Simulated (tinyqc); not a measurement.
Comparisons within one model: cyclotron resonance of ellipsoidal valleys, Ge type. A value that a table varies takes the place of the one given here.

Valleys along [111], [-111], [1-11], [11-1], mass ml along the axis and mt across it. B lies in the (1-10) plane, b = (sin(theta)/sqrt2, sin(theta)/sqrt2, cos(theta)). For the angle phi between B and the axis, 1/mc^2 = cos^2(phi)/mt^2 + sin^2(phi)/(mt ml). Resonance: h nu = 2 muB B/mc, h = 2 pi hbar.

Constants: hbar = 6.58211957e-16 eV s; muB = 5.788381798e-05 eV/T.

Inputs chosen for the exercise (near those of Ge; not measured data):
- ml = 1.626 m0 (longitudinal mass)
- mt = 0.082 m0 (transverse mass)
- ths = (0, 10, 25, 35, 55, 70, 90) degrees (angles)
- g1 = 13.36 (Luttinger gamma1)
- g2 = 4.23 (gamma2)
- g3 = 5.68 (gamma3)
- theta = 30 degrees (angle of B from [001] towards [110])
- nu = 24 GHz (microwave frequency)

## Rotating the field

mc against theta; [-111] and [1-11] stay equal in this plane.

Cyclotron masses (m0):
```
theta (degrees)   [111]  [-111]  [11-1]
0                0.1354  0.1354  0.1354
10               0.1127  0.1372  0.1735
25               0.0937  0.1472  0.2889
35               0.0868  0.1599  0.3651
55               0.0820  0.2086  0.2058
70               0.0848  0.2773  0.1369
90               0.0992  0.3651  0.0992
```

All valleys give one line at theta = 0, B along [001], with mc = 0.1354. The [111] valley reaches mt at 54.7 degrees, and [11-1] reaches its largest value sqrt(ml mt) = 0.3651 at 35.3 degrees, where B is perpendicular to it; the listed maximum of that branch is 0.3651. The pair [-111], [1-11] reaches the same value at 90 degrees.

## Heavy and light holes (cyclotron masses of warped hole bands)

E = c k^2 f(n) with f = g1 -/+ 2 sqrt(g2^2 + 3 (g3^2 - g2^2)(nx^2 ny^2 + ny^2 nz^2 + nz^2 nx^2)). For the orbit through k = 0 perpendicular to b = (sin(theta)/sqrt2, sin(theta)/sqrt2, cos(theta)), mc is the mean of 1/f over the directions n in that plane (180 evenly spaced angles). Quantum effects of the lowest levels are left out.

Cyclotron masses (m0):
```
theta (degrees)   heavy   light
0                0.2799  0.0436
10               0.2874  0.0434
25               0.3231  0.0426
35               0.3529  0.0420
55               0.3772  0.0415
70               0.3734  0.0418
90               0.3704  0.0421
```

The heavy mass varies by 35 % over the table, with its largest listed value at 55 degrees ([111] lies at 54.7) and its smallest at 0; the light mass varies by 4.9 %. The warping term enters both with the same size, but it is set against a small inverse mass in one and a large one in the other (along [111], g1 - 2 g3 = 2.00 and g1 + 2 g3 = 24.72).

## What each parameter does

Resonance fields B = h nu mc/(2 muB) of the valleys [111], [-111] and [11-1]. Each row changes one parameter from the base and keeps the others.

Results:
```
case                [111] (T)  [-111] (T)  [11-1] (T)
base                   0.0770      0.1310      0.2909
ml = 1.87 m0           0.0770      0.1322      0.3086
mt = 0.074 m0          0.0695      0.1190      0.2742
theta = 26 degrees     0.0796      0.1271      0.2566
nu = 26.4 GHz          0.0847      0.1441      0.3199
```

The largest shifts from the base row, up to three for each result and ties (the steps differ in size, so this ranks the rows, not the parameters). [111] (T): nu +0.0077, mt -0.0075, theta +0.0026; unchanged at the printed digits by ml. [-111] (T): nu +0.0131, mt -0.0120, theta -0.0040. [11-1] (T): theta -0.0342, nu +0.0291, ml +0.0177.

Program tinyqc; command `OMP_NUM_THREADS=1 python tinyqc.py 1250591 1250592 out.jsonl`; about 0.01 s on one thread of a shared Intel(R) Xeon(R) Processor @ 2.30GHz.
